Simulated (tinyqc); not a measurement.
Ion implantation: universal nuclear stopping, Lindhard-Scharff electronic stopping and a Gaussian range profile: one step, computed by the program tinyqc.

An ion slows by elastic collisions with screened nuclei and by friction with electrons; channelling is ignored and the target is uniform.

Problem. Range and straggle. Reduced energy eps = 32.53 M2 E/(Z1 Z2 (M1 + M2)(Z1^0.23 + Z2^0.23)), E in keV; s_n = ln(1 + 1.1383 eps)/(2 (eps + 0.01321 eps^0.21226 + 0.19593 eps^0.5)) for eps up to 30 and ln(eps)/(2 eps) above; S_n = 8.462 Z1 Z2 M1 s_n/((M1 + M2)(Z1^0.23 + Z2^0.23)) in 1e-15 eV cm^2. S_e = k 3.83 Z1^(7/6) Z2/(Z1^(2/3) + Z2^(2/3))^(3/2) sqrt(E/M1) in 1e-15 eV cm^2, E in keV. Path length R = int_0^E dE'/(N (S_n + S_e)); energy lost to nuclei nu = int_0^E S_n/(S_n + S_e) dE' (both with E' = E y^3 and 64 Gauss-Legendre points in y). Estimates of Lindhard type: R_p = R/(1 + M2/(3 M1)), straggle dR_p = (2/3) R_p sqrt(M1 M2)/(M1 + M2).

Inputs (values chosen for the exercise, modelled on germanium ions in copper):

| quantity | value | unit |
|---|---|---|
| ion atomic number Z1 | 32 | - |
| ion mass M1 | 74 | u |
| target atomic number Z2 | 29 | - |
| target mass M2 | 63.55 | u |
| target density N | 84.9 | 1/nm^3 |
| ion energy E | 38 | keV |
| scale factor of electronic stopping k | 1.2 | - |

Give: path length R; projected range R_p; straggle dR_p; energy lost to nuclei nu.

Solution.

path length R = 17.14 nm

projected range R_p = 13.33 nm

straggle dR_p = 4.430 nm

energy lost to nuclei nu = 32.96 keV

87 % of the energy goes to nuclei over the whole path.
